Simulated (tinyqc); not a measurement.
# From one set of inputs to another, one input at a time

Model: charge control and current of a heterostructure field-effect transistor. Computed by tinyqc, a small Python program. Command: `OMP_NUM_THREADS=1 python tinyqc.py 3017751 3017752 out.jsonl hemt ladder`. One thread of a shared host (Intel(R) Xeon(R) Processor @ 2.30GHz), about 0.02 s of CPU time with the checks.

Two subbands in a triangular well; E_F is counted from the conduction band edge of the channel at the interface.

The inputs printed are set A. Inputs not listed in the table keep their values of set A, so the rows need not describe a real material.

Inputs (values chosen for the exercise, modelled on AlGaAs/GaAs):
```
quantity                                  value        unit
channel mass m                            0.069         m_0
permittivity eps (barrier and channel)     12.2           -
barrier thickness d                          35          nm
Schottky barrier phi_B                        1          eV
conduction band offset dE_c                0.12          eV
delta-doping density N_d                5.7e+12      1/cm^2
gate voltage V_G                              0           V
mobility mu                                7400  cm^2/(V s)
saturation velocity v_s                     1.3    1e7 cm/s
gate length L                               230          nm
source resistance R_S                         0      ohm mm
temperature T                                77           K
mixing                                      0.3           -
iteration cap                               200           -
spacer between delta layer and channel      3.3          nm
```

Charge source: delta doping. Velocity law: two-piece.

Constants: e = 1.602176634e-19 C; eps_0 = 8.8541878128e-12 F/m; k_B = 8.617333262e-05 eV/K; hbar = 1.054571817e-34 J s; m_0 = 9.1093837015e-31 kg; k_B = 1.380649e-23 J/K.

Method:
- Threshold V_T = phi_B - dE_c - e N_d (d - spacer)/(eps eps_0) (in volts); C_b = eps eps_0/d.
- Charge control: n_s = C_b (V_G - V_T - E_F/e)/e. Well: mean field F = e n_s/(2 eps eps_0), E_i = (hbar^2/2m)^(1/3) [(3 pi e F/2)(i + 3/4)]^(2/3), i = 0, 1; n_s = D k_B T sum_i ln(1 + exp((E_F - E_i)/k_B T)), D = m/(pi hbar^2), which is solved in closed form for E_F.
- Iteration from n_s = C_b (V_G - V_T)/(2e): E_F from n_s, n_out from the charge control, n_new = n_s + mixing (n_out - n_s), kept above n_s/10; stop when |n_out/n_s - 1| < 1e-9.
- C_g = e dn_s/dV_G = 1/(1/C_b + 1/C_q), 1/C_q = d(E_F/e)/d(e n_s) by a central difference of +/- 0.1 % in n_s; added distance dd = eps eps_0/C_q.
- With V = e n_s/C_g and V_c = v_s L/mu: for v = mu F up to v_s, I/W = C_g v_s V_c (sqrt(1 + (V/V_c)^2) - 1) and V_Dsat = V + V_c - sqrt(V^2 + V_c^2); g_m = dI/dV; extrinsic g_m/(1 + g_m R_S); f_T = g_m/(2 pi C_g L).

Each row keeps all changes above it:
```
input moved                                from       to  sheet density n_s (1/cm^2)  intrinsic f_T (GHz)  gate capacitance C_g (microfarad/cm^2)
set A                                         -        -                  2.9814e+12                89.93                                 0.27334
mobility mu (cm^2/(V s))                   7400     6000                  2.9814e+12                89.92                                 0.27334
permittivity eps (barrier and channel)     12.2     12.4                  2.9528e+12                89.92                                 0.27750
channel mass m (m_0)                      0.069    0.065                  2.9380e+12                89.92                                 0.27652
delta-doping density N_d (1/cm^2)       5.7e+12  3.1e+12                  8.8921e+11                89.57                                 0.26767
gate length L (nm)                          230      190                  8.8921e+11               108.57                                 0.26767
saturation velocity v_s (1e7 cm/s)          1.3      1.6                  8.8921e+11               133.42                                 0.26767
conduction band offset dE_c (eV)           0.12     0.28                  1.1576e+12               133.66                                 0.26976
```

Sheet density n_s goes from 2.98e12 to 1.16e12, a factor 0.388 in all. The largest single move comes from delta-doping density N_d (a factor 0.303), and conduction band offset dE_c works against it (a factor 1.30). Intrinsic f_T goes from 89.9 to 134, a factor 1.49 in all. The largest single move comes from saturation velocity v_s (a factor 1.23). Gate capacitance C_g goes from 0.273 to 0.270, a factor 0.9869 in all. The largest single move comes from delta-doping density N_d (a factor 0.968), and permittivity eps (barrier and channel) works against it (a factor 1.015). The single moves hold for this order of the switches; the total does not depend on the order.

Caution (rows set A, mobility mu, permittivity eps (barrier and channel), channel mass m, delta-doping density N_d, gate length L, saturation velocity v_s): E_F lies above the conduction band minimum of the barrier, so electrons would spill into the barrier.

Extremes, crossings and ranges named in words are read from the listed rows.
